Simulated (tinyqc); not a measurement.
From results back to parameters: recursion (Haydock) method for the local density of states: impurity site of a square lattice.

Problem. A local density has moments mu1 = a0, mu2 = a0^2 + b1^2 and, for a1 = a2 = 0, mu4 = a0^4 + 3 a0^2 b1^2 + b1^4 + b1^2 b2^2; b1^2 = (number of neighbours) t^2. The moments come from a hidden site.

Inputs chosen for the exercise: t = 1.39 eV (hopping).

mu1, mu2, mu4 (eV^n): -0.60000  8.08840  142.86465

Find: a0, b1, b2; neighbours.

Solution. Take the moments in turn: mu1 gives a0, mu2 gives b1, mu4 gives b2.

a0, b1, b2 (eV): -0.600  2.780  3.108

neighbours = 4

Program tinyqc; command `OMP_NUM_THREADS=1 python tinyqc.py 1452510 1452511 out.jsonl`; about 0.01 s on one thread of a shared Intel(R) Xeon(R) Processor @ 2.30GHz.
